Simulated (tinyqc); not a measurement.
Epitaxial growth on a vicinal surface: Burton-Cabrera-Frank step flow, step-edge barrier and island nucleation: one step, computed by the program tinyqc.

Adatoms land at rate F, hop on a square grid (a simplification for hexagonal faces), desorb, or join steps. Lengths are in units of a and n is the adatom coverage. Steps ascend at x = 0 and descend at x = l.

Question. Scales. D = nu exp(-E_d/(k_B T)) (a^2/s, nu counted per direction); tau = exp(E_a/(k_B T))/nu; x_s = sqrt(D tau); n_eq = exp(-E_f/(k_B T)); terrace width l = h/(a tan(miscut)); Schwoebel length l_s = exp(E_s/(k_B T)) - 1. Temperatures in kelvin are T(C) + 273.15.

Inputs (values chosen for the exercise, close to those used for 4H-SiC(0001)): site spacing a = 3.08 angstrom; step height h = 2.52 angstrom; diffusion barrier E_d = 1.9 eV; desorption energy E_a = 3.72 eV; adatom formation energy E_f = 1.63 eV; step-edge barrier E_s = 0 eV; attempt frequency nu = 1 THz; miscut angle = 1 degrees; temperature T = 1500 C.

Constants: k_B = 8.617333262e-05 eV/K.

Give: D; lifetime tau; diffusion length x_s; equilibrium coverage n_eq; terrace width l; Schwoebel length l_s.

Answer.

D = 3.978e+06 a^2/s

lifetime tau = 0.03743 s

diffusion length x_s = 385.9 a

equilibrium coverage n_eq = 2.329e-05

terrace width l = 46.87 a

Schwoebel length l_s = 0 a

l/x_s = 0.121: nearly every adatom reaches a step.
